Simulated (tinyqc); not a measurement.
Film and buried-oxide thickness from two coupling ratios.

Problem. In a depleted film -dVT/dVb is k1 = Cs Cbox/(Cox (Cs + Cbox)) for a front channel and k2 = Cbox (Cox + Cs)/(Cox Cs) for a back channel, with Cox = eps0 eox/tox, Cs = eps0 eps_r/ts, Cbox = 3.9 eps0/tb. Find ts and tb.

Parameters, values chosen for the exercise; band and dielectric values close to those of silicon:
- eps_r = 11.6 (relative permittivity)
- eox = 3.9 (relative permittivity of the gate insulator (close to silicon dioxide))
- tox = 4 nm (insulator thickness)

coupling ratios for a front and a back channel: 0.049556766  0.12954023

Answer. With y = Cox/Cs and z = Cox/Cbox, 1/k1 = y + z and k2 = (1 + y)/z, so y = (k2/k1 - 1)/(1 + k2); the thicknesses follow from y and z.

ts = 17.0 nm
tb = 75.0 nm

Computed by the program tinyqc: `OMP_NUM_THREADS=1 python tinyqc.py 2190073 2190074 out.jsonl`, one thread of a shared Intel Xeon 2.30GHz, about 0.4 s for the whole run.
